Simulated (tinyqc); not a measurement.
Worked calculation: Hubbard chain of 2 sites. One step of it, computed by the program tinyqc.

Question. The many-body Hamiltonian. Basis: all placements (u, d, 2, 0 on each site), up operators ordered before down ones; hops carry the sign of the same-spin electrons passed.

one-body matrix (hopping and site energies) (eV):
```
           1          2
1   0.000000  -0.540000
2  -0.540000   0.000000
```

U = 2.100000 eV

electrons, up and down: 1  1

Give: H.

Answer.

H (eV), lower triangle:
```
        20      ud      du     02
20   2.100
ud  -0.540   0.000
du  -0.540   0.000   0.000
02   0.000  -0.540  -0.540  2.100
```
